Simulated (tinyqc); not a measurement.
Inside a calculation: pair of shallow donors (hydrogen-like orbitals). Values are carried at full precision from step to step, so a last printed digit may differ when a step is redone from the rounded ones.

Each donor has the orbital exp(-r/a); energy unit Ha* = q/(eps a), q = e^2/(4 pi eps0), so that a lone donor is bound by Ha*/2; x = R/a. One electron: S = (1 + x + x^2/3) exp(-x), j = 1/x - (1 + 1/x) exp(-2x), k = (1 + x) exp(-x); levels E(+/-) = -1/2 - (j +/- k)/(1 +/- S) in Ha*, without the repulsion of the ions, split by D = |E(-) - E(+)|. In six valleys the overlaps S and k are multiplied by v = [cos(K Rx) + cos(K Ry) + cos(K Rz)]/3, K = k0 (2 pi/a_lat), for isotropic envelopes and the symmetric valley state.

Constants: e^2/(4 pi eps0) = 14.39964547 eV angstrom; hbar = 6.58211957e-16 eV s.

Inputs chosen for the exercise (near those of two donors in Si; not measured data):
```
symbol  value       unit        meaning
a       18.9        angstrom    orbital radius
eps     11.1                    dielectric constant
n       (12, 3, 0)  a_lat       separation vector
a_lat   5.431       angstrom    lattice constant
k0      0.852       2 pi/a_lat  valley position
dV      1.9         D           detuning between the donors, in units of D
```

## Distance and integrals

Give Ha*, R, x, S, j, k and v.

Ha* = 68.638 meV
R = 67.18 angstrom
x = 3.5544

S, j, k: 0.25069  0.28030  0.13025

v = 0.0746

## One electron on two donors

Give both levels, the splitting D = |E(-) - E(+)| and the tunnelling frequency D/(2 pi hbar).

E(+), E(-) (meV): -53.860  -53.245

D = 0.6148 meV
frequency = 148.7 GHz

The second ion deepens the mean level by 19.23 meV, against Ha*/x = 19.31 meV for a point charge. Without the valley factor D would be 8.79 meV; v is positive, so the even combination lies lower.

## Detuning by a gate

Two-level picture for one electron: with detuning u = dV D the splitting is sqrt(D^2 + u^2) and the lower state has weight (1 + u/sqrt(D^2 + u^2))/2 on the lower donor; the field needed is u/(e R), 1 meV/angstrom = 100 kV/cm.

splitting = 1.320 meV
weight = 0.942
field = 1.74 kV/cm

## Two electrons and exchange

Two electrons, Heitler-London: with S' = (1 - x + x^2/3) exp(x), C = 1/x - exp(-2x)(1/x + 11/8 + 3x/4 + x^2/6), X = (1/5){exp(-2x)(25/8 - 23x/4 - 3x^2 - x^3/3) + (6/x)[S^2 (0.5772157 + ln x) + S'^2 Ei(-4x) - 2 S S' Ei(-2x)]}, Q = C - 2j + 1/x and A = X - 2 S k + S^2/x, the singlet and triplet lie at (Q +/- w A)/(1 +/- w S^2) from two lone donors, with the valley weight w = v^2; the exchange is J = triplet - singlet.

Give C, X, Q, A and J.

C, X, Q, A (Ha*): 0.2761  0.02863  -0.003161  -0.01900

J = 14.4 micro-eV

A swap of the two spins takes pi hbar/J = 0.144 ns (hbar = 6.58212e-16 eV s). Against the one-electron splitting D = 0.615 meV, J/D = 0.023: exchange needs both electrons to tunnel and falls as exp(-2x), D as exp(-x).

## Checks

- Heitler-London binding at x = 1.6425 against the known 0.1160 hartree: both 0.1160.
- Overlap S by quadrature in spheroidal coordinates against the formula: both 0.25069.

tinyqc: `OMP_NUM_THREADS=1 python tinyqc.py 1282698 1282699 out.jsonl`; about 0.01 s, one thread, shared Intel(R) Xeon(R) Processor @ 2.30GHz.
